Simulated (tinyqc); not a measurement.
CIS and TDHF on RHF in the sto-3g basis, for H6, spin multiplicity 1, step by step. One step of it, computed by the program tinyqc.

Question. TDHF (RPA) singlet states. B(ia,jb) = 2 (ia|jb) - (ib|ja); the squared energies are the eigenvalues of (A - B)(A + B); 1 hartree = 27.211386 eV.

CIS matrix A, singlet (hartree):
```
           1>4        1>5        1>6        2>4        2>5        2>6        3>4        3>5
1>4   0.869853   0.000000  -0.025552   0.000000  -0.024014   0.000000  -0.014914   0.000000
1>5   0.000000   1.084711   0.000000  -0.047212   0.000000   0.045981   0.000000  -0.015182
1>6  -0.025552   0.000000   1.294962   0.000000   0.066303   0.000000  -0.027029   0.000000
2>4   0.000000  -0.047212   0.000000   0.819179   0.000000  -0.016128   0.000000   0.025422
2>5  -0.024014   0.000000   0.066303   0.000000   1.037270   0.000000   0.062557   0.000000
2>6   0.000000   0.045981   0.000000  -0.016128   0.000000   1.277348   0.000000  -0.051662
3>4  -0.014914   0.000000  -0.027029   0.000000   0.062557   0.000000   0.706585   0.000000
3>5   0.000000  -0.015182   0.000000   0.025422   0.000000  -0.051662   0.000000   0.957008
3>6   0.015055   0.000000  -0.029809   0.000000  -0.027554   0.000000  -0.015867   0.000000

           3>6
1>4   0.015055
1>5   0.000000
1>6  -0.029809
2>4   0.000000
2>5  -0.027554
2>6   0.000000
3>4  -0.015867
3>5   0.000000
3>6   1.194447
```

Two-electron integrals over orbitals (pq|rs), unique and non-zero (hartree):
```
(11|11) 0.393053    (21|21) 0.130921    (22|11) 0.310252    (22|22) 0.389504
(31|11) 0.080034    (31|22) -0.072742   (31|31) 0.145015    (32|21) -0.134391
(32|32) 0.147860    (33|11) 0.381578    (33|22) 0.327884    (33|31) 0.055310
(33|33) 0.382944    (41|21) 0.025737    (41|32) -0.000647   (41|41) 0.077826
(42|11) 0.039403    (42|22) -0.007385   (42|31) 0.039107    (42|33) 0.015714
(42|42) 0.059627    (43|21) 0.045791    (43|32) -0.044018   (43|41) 0.017436
(43|43) 0.065346    (44|11) 0.375125    (44|22) 0.324155    (44|31) 0.049786
(44|33) 0.369241    (44|42) 0.021343    (44|44) 0.380905    (51|11) 0.008735
(51|22) 0.019108    (51|31) -0.014840   (51|33) -0.004763   (51|42) 0.042458
(51|44) 0.002073    (51|51) 0.045602    (52|21) 0.011203    (52|32) 0.005954
(52|41) 0.054057    (52|43) -0.039437   (52|52) 0.089389    (53|11) -0.048604
(53|22) 0.000622    (53|31) -0.043052   (53|33) -0.028636   (53|42) -0.058005
(53|44) -0.024571   (53|51) -0.039669   (53|53) 0.061353    (54|21) 0.132128
(54|32) -0.141431   (54|41) 0.006442    (54|43) 0.045218    (54|52) -0.005116
(54|54) 0.150629    (55|11) 0.319490    (55|22) 0.389259    (55|31) -0.064156
(55|33) 0.334503    (55|42) -0.004088   (55|44) 0.342374    (55|51) 0.019896
(55|53) -0.000368   (55|55) 0.410692    (61|21) 0.002570    (61|32) 0.006916
(61|41) 0.027618    (61|43) 0.055730    (61|52) -0.033190   (61|54) -0.004550
(61|61) 0.065557    (62|11) -0.016306   (62|22) -0.025501   (62|31) 0.012275
(62|33) -0.006268   (62|42) -0.040857   (62|44) -0.004340   (62|51) -0.043351
(62|53) 0.042514    (62|55) -0.024500   (62|62) 0.045101    (63|21) 0.030949
(63|32) -0.008798   (63|41) 0.076771    (63|43) 0.019873    (63|52) 0.054568
(63|54) 0.007823    (63|61) 0.028162    (63|63) 0.081740    (64|11) 0.080789
(64|22) -0.065586   (64|31) 0.138488    (64|33) 0.055614    (64|42) 0.040938
(64|44) 0.054717    (64|51) -0.011944   (64|53) -0.043552   (64|55) -0.067958
(64|62) 0.011030    (64|64) 0.147906    (65|21) -0.132683   (65|32) 0.136690
(65|41) -0.027691   (65|43) -0.048448   (65|52) -0.011984   (65|54) -0.142385
(65|61) -0.004119   (65|63) -0.034390   (65|65) 0.146626    (66|11) 0.415331
(66|22) 0.326786    (66|31) 0.086134    (66|33) 0.404019    (66|42) 0.044431
(66|44) 0.408274    (66|51) 0.010836    (66|53) -0.054358   (66|55) 0.346543
(66|62) -0.018781   (66|64) 0.093243    (66|66) 0.461078
```

Give: TDHF matrix B, singlet; squared energies w^2; TDHF energies from the positive w^2.

Answer.

TDHF matrix B, singlet (hartree):
```
       1>4     1>5     1>6     2>4     2>5     2>6     3>4     3>5
1>4  0.078   0.000   0.028   0.000   0.066   0.000   0.017   0.000
1>5  0.000   0.046   0.000   0.031   0.000  -0.054   0.000  -0.040
1>6  0.028   0.000   0.066   0.000  -0.023   0.000   0.035   0.000
2>4  0.000   0.031   0.000   0.060   0.000  -0.041   0.000  -0.077
2>5  0.066   0.000  -0.023   0.000   0.089   0.000  -0.021   0.000
2>6  0.000  -0.054   0.000  -0.041   0.000   0.045   0.000   0.030
3>4  0.017   0.000   0.035   0.000  -0.021   0.000   0.065   0.000
3>5  0.000  -0.040   0.000  -0.077   0.000   0.030   0.000   0.061
3>6  0.098   0.000   0.028   0.000   0.067   0.000   0.020   0.000

       3>6
1>4  0.098
1>5  0.000
1>6  0.028
2>4  0.000
2>5  0.067
2>6  0.000
3>4  0.020
3>5  0.000
3>6  0.082
```

squared energies w^2 (hartree^2): [0.470, 0.634, 0.726, 0.895, 1.052, 1.161, 1.390, 1.682, 1.748]

TDHF energies from the positive w^2 (eV): [18.657, 21.669, 23.190, 25.744, 27.904, 29.320, 32.077, 35.292, 35.981]
